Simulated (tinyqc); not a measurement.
# Energy and delay of logic against supply voltage: effects of single changes

One expression serves below and above threshold: I(Vg) = Ik [ln(1 + exp((Vg - VT + dd V)/(al nf Vt)))]^al, with I_on = I(V) and I_off = I(0). Gate delay td = kd C V/I_on, clock period LD td. Per gate and cycle the switching energy is act C V^2 and the leakage energy I_off V LD td. No short-circuit current, no variation. Minima are sought above 0.09 V; below a few Vt gates no longer switch and the model has no meaning.

Values chosen for this exercise; values of the order met in logic technologies:
```
symbol,value,unit,meaning
T,250,K,temperature
VT,0.41,V,threshold voltage at zero drain bias
nf,1.4,,slope factor
dd,0.04,,barrier lowering per volt of supply
Ik,0.41,uA,specific current of a gate
al,1.26,,exponent of the current law
C,0.5,fF,load capacitance of a gate
kd,0.9,,delay factor
LD,20,,logic depth
act,0.05,,activity factor
```

Constants: q = 1.602176634e-19 C, kB = 1.380649e-23 J/K, Vt = kB T/q. Results are converted to the units shown.

Each table varies one quantity; the others keep the values above.

## Energy and delay against supply voltage

EDP = energy times td.

Results:

| V (V) | I_on (uA) | I_off (nA) | td (ps) | switching (aJ) | leakage (aJ) | energy (aJ) | EDP (fJ ps) |
|---|---|---|---|---|---|---|---|
| 0.15 | 9.016e-5 | 6.244e-4 | 7.487e5 | 0.5625 | 1.402 | 1.965 | 1471 |
| 0.27 | 0.005538 | 7.321e-4 | 2.194e4 | 1.823 | 0.08672 | 1.909 | 41.88 |
| 0.38 | 0.1787 | 8.470e-4 | 957.1 | 3.610 | 0.006161 | 3.616 | 3.461 |
| 0.5 | 1.601 | 9.932e-4 | 140.5 | 6.250 | 0.001396 | 6.251 | 0.8784 |
| 0.62 | 4.069 | 0.001164 | 68.57 | 9.610 | 9.901e-4 | 9.611 | 0.6590 |
| 0.73 | 6.707 | 0.001347 | 48.98 | 13.32 | 9.636e-4 | 13.32 | 0.6526 |
| 0.85 | 9.856 | 0.001580 | 38.81 | 18.06 | 0.001042 | 18.06 | 0.7010 |
| 1.08 | 16.49 | 0.002143 | 29.47 | 29.16 | 0.001364 | 29.16 | 0.8594 |
| 1.2 | 20.21 | 0.002513 | 26.72 | 36.00 | 0.001612 | 36.00 | 0.9621 |

Estimate the missing row, V = 0.97 V.

Computed row:

| V (V) | I_on (uA) | I_off (nA) | td (ps) | switching (aJ) | leakage (aJ) | energy (aJ) | EDP (fJ ps) |
|---|---|---|---|---|---|---|---|
| 0.97 | 13.23 | 0.001852 | 32.99 | 23.52 | 0.001186 | 23.52 | 0.7761 |

With this row back in the table: td falls from 7.49e5 to 26.7 ps; the energy goes from 1.96 through a minimum of 1.91 (at V = 0.27 V among the rows listed) to 36.0 aJ and the EDP goes from 1470 through a minimum of 0.653 (at V = 0.73 V among the rows listed) to 0.962 fJ ps. The exact minima lie at V = 0.204 V for the energy and 0.680 V for the EDP. Going from 1.2 V to the energy minimum saves a factor of 24.4 in energy and costs a factor of 6010 in delay. Below the minimum the leakage energy rises faster than the switching energy falls, because the clock period grows so steeply.

## Optimum supplies against the logic depth

Same model as above.

V_min minimises the energy and V_EDP the product of energy and td.

Optimum supplies against the logic depth:

| LD | V_min (V) | energy at V_min (aJ) | leakage share (%) | clock at V_min (MHz) | V_EDP (V) | clock at V_EDP (GHz) |
|---|---|---|---|---|---|---|
| 5 | 0.1465 | 0.9121 | 41.21 | 0.2421 | 0.6795 | 3.572 |
| 8 | 0.1671 | 1.093 | 36.13 | 0.2702 | 0.6795 | 2.233 |
| 12 | 0.1837 | 1.257 | 32.89 | 0.2901 | 0.6795 | 1.489 |
| 20 | 0.2036 | 1.474 | 29.71 | 0.3116 | 0.6795 | 0.8931 |
| 30 | 0.2189 | 1.656 | 27.68 | 0.3267 | 0.6795 | 0.5954 |
| 50 | 0.2377 | 1.897 | 25.56 | 0.3437 | 0.6796 | 0.3573 |
| 80 | 0.2546 | 2.131 | 23.96 | 0.3576 | 0.6796 | 0.2233 |
| 150 | 0.2768 | 2.463 | 22.24 | 0.3732 | 0.6797 | 0.1191 |

As LD goes from 5 to 150, V_min rises from 0.146 to 0.277 V, the energy there rises from 0.912 to 2.46 aJ, the clock there rises from 0.242 to 0.373 MHz and V_EDP stays near 0.680 V. act and LD enter V_min only through the ratio act/LD.

tinyqc, about 0.01 s, one thread, Intel Xeon 2.30GHz (shared host): `OMP_NUM_THREADS=1 python tinyqc.py 2082167 2082168 out.jsonl`
